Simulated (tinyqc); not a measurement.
What each parameter does: six-band Luttinger-Kohn model with strain.

Six-band Luttinger-Kohn model in the basis |3/2,3/2>, |3/2,1/2>, |3/2,-1/2>, |3/2,-3/2>, |1/2,1/2>, |1/2,-1/2>, electron energies, zero at the top of the unstrained valence band. H = -[rows: (P+Q, -S, R, 0, -S/r2, r2 R); (-S*, P-Q, 0, R, -r2 Q, r32 S); (R*, 0, P-Q, S, r32 S*, r2 Q); (0, R*, S*, P+Q, -r2 R*, -S*/r2); (-S*/r2, -r2 Q, r32 S, -r2 R, P+Dso, 0); (r2 R*, r32 S*, r2 Q, -S/r2, 0, P+Dso)], r2 = sqrt(2), r32 = sqrt(3/2). Levels are twofold.

P = c g1 k^2 - av tr(e); Q = c g2 (kx^2 + ky^2 - 2 kz^2) - (b/2)(exx + eyy - 2 ezz); R = c sqrt3 [-g2 (kx^2 - ky^2) + 2i g3 kx ky] + (sqrt3/2) b (exx - eyy) - i d exy; S = 2 c sqrt3 g3 (kx - i ky) kz - d (exz - i eyz); c = hbar^2/2m0, e the strain tensor (not engineering shear).

s11 = (C11 + C12)/((C11 - C12)(C11 + 2 C12)), s12 = -C12/((C11 - C12)(C11 + 2 C12)), s44 = 1/C44; exx = s11 sxx + s12 (syy + szz) and cyclic, exy = s44 sxy/2; tension is positive. A uniaxial stress X along the unit vector n is s_ij = X n_i n_j.

Constants: hbar^2/2m0 = 3.80998211 eV angstrom^2.

Parameters, chosen for this exercise (near those of Si; the results hold for these values, not for the real material):
```
symbol  value           unit  meaning
Dso     0.043           eV    spin-orbit splitting
g1      4.26                  Luttinger gamma1
g2      0.34                  gamma2
g3      1.43                  gamma3
av      2.52            eV    valence hydrostatic potential
b       -2.14           eV    tetragonal shear potential
d       -4.71           eV    trigonal shear potential
C11     172.1           GPa
C12     63.4            GPa
C44     75.6            GPa
load    uniaxial [001]        kind of stress
X       -1.21           GPa   stress
```

Edges at k = 0 under a uniaxial [001] stress X and the curvature mass of the top pair along [110] (step 0.0002 1/angstrom).

Results for these values:
```
case  top (eV)  second (eV)  third (eV)  mass (m0)
base    0.0277      -0.0340     -0.0672      0.276
```

What happens to each result for b = -2.568 eV, all else kept?

Answer: top rises from 0.0277 to 0.0366; second falls from -0.0340 to -0.0388; third falls from -0.0672 to -0.0714; mass does not change at the printed digits.

The same for each parameter in turn:
```
case             top (eV)  second (eV)  third (eV)  mass (m0)
base               0.0277      -0.0340     -0.0672      0.276
g1 = 5.112         0.0277      -0.0340     -0.0672      0.223
X = -0.968 GPa     0.0210      -0.0272     -0.0612      0.274
C44 = 90.72 GPa    0.0277      -0.0340     -0.0672      0.276
av = 2.016 eV      0.0297      -0.0320     -0.0652      0.276
C12 = 50.72 GPa    0.0221      -0.0325     -0.0661      0.275
g3 = 1.716         0.0277      -0.0340     -0.0672      0.276
b = -2.568 eV      0.0366      -0.0388     -0.0714      0.276
```

The Luttinger parameters multiply k^2 and cannot move the edges; av shifts all edges alike and leaves the mass.

Computed by tinyqc, a small Python program: `OMP_NUM_THREADS=1 python tinyqc.py 1081005 1081006 out.jsonl` (the numbers bound the seed that draws the inputs); one thread of a shared host (Intel(R) Xeon(R) Processor @ 2.30GHz), about 0.04 s for the whole set of steps.
